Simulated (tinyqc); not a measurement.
From results back to parameters: effective work function and flat-band voltage of a metal/high-k/SiO2/Si stack with a dipole layer. Five cases, with inputs chosen for the exercise.

Problem. Three stacks with (t1, t2) = (8, 20), (30, 20) and (8, 60) angstrom have the flat-band voltages below. VFB = W0 - (chi + dEF) - 4 pi e2 [Q1 EOT + Q2 x2]/3.9 with x2 = t2 3.9/eps2, EOT = t1 + x2, e2 = e^2/4 pi eps0, 1 cm^-2 = 1e-16 angstrom^-2; W0 is the work function with the dipole step.

Constants: e^2/(4 pi eps0) = 14.39964547 eV angstrom.

Find: Q1; Q2; W0.

Method. The first two stacks differ in t1 alone and give Q1; the first and third give Q1 + Q2; W0 follows from any of them.

Case 1.

Values chosen (out of a larger set: a stack on Si capped with an yttrium-like oxide; not measured data): chi = 4.043 eV (electron affinity of the channel); dEF = 0.315 eV (Ec - EF in the channel); eps = (3.9, 23.3) (their dielectric constants).

VFB (V): 0.5282161  0.5731292  0.5729491

Solution.

Q1 = -4.4e+11 e/cm^2
Q2 = -1.0e+12 e/cm^2
W0 = 4.848 eV

Case 2.

Values chosen (out of a larger set: a stack on Si capped with an yttrium-like oxide; not measured data): chi = 4.046 eV (electron affinity of the channel); dEF = 0.305 eV (Ec - EF in the channel); eps = (3.9, 22.2) (their dielectric constants).

VFB (V): -0.2224941  -0.2112658  -0.2260805

Solution.

Q1 = -1.1e+11 e/cm^2
Q2 = 2.2e+11 e/cm^2
W0 = 4.126 eV

Case 3.

Values chosen (out of a larger set: a stack on Si capped with an yttrium-like oxide; not measured data): chi = 4.053 eV (electron affinity of the channel); dEF = 0.767 eV (Ec - EF in the channel); eps = (3.9, 20.6) (their dielectric constants).

VFB (V): -0.3263141  -0.3172294  -0.3172138

Solution.

Q1 = -8.9e+10 e/cm^2
Q2 = -1.7e+11 e/cm^2
W0 = 4.486 eV

Case 4.

Values chosen (out of a larger set: a stack on Si capped with an aluminium-like oxide; not measured data): chi = 4.047 eV (electron affinity of the channel); dEF = 0.958 eV (Ec - EF in the channel); eps = (3.9, 17.6) (their dielectric constants).

VFB (V): -0.0581484  -0.1091860  0.0405523

Solution.

Q1 = 5.0e+11 e/cm^2
Q2 = -2.9e+12 e/cm^2
W0 = 4.916 eV

Case 5.

Values chosen (out of a larger set: a stack on Si capped with a titanium-like oxide; not measured data): chi = 4.051 eV (electron affinity of the channel); dEF = 0.481 eV (Ec - EF in the channel); eps = (3.9, 24.4) (their dielectric constants).

VFB (V): -0.1539517  -0.1623219  -0.1237536

Solution.

Q1 = 8.2e+10 e/cm^2
Q2 = -1.1e+12 e/cm^2
W0 = 4.366 eV

Computed by tinyqc, one run a case: `OMP_NUM_THREADS=1 python tinyqc.py N N+1 out.jsonl` with N = 1880933, 1880935, 1880946, 1880949, 1880961; one thread of a shared Intel(R) Xeon(R) Processor @ 2.30GHz, about 0.01 s a run at most.
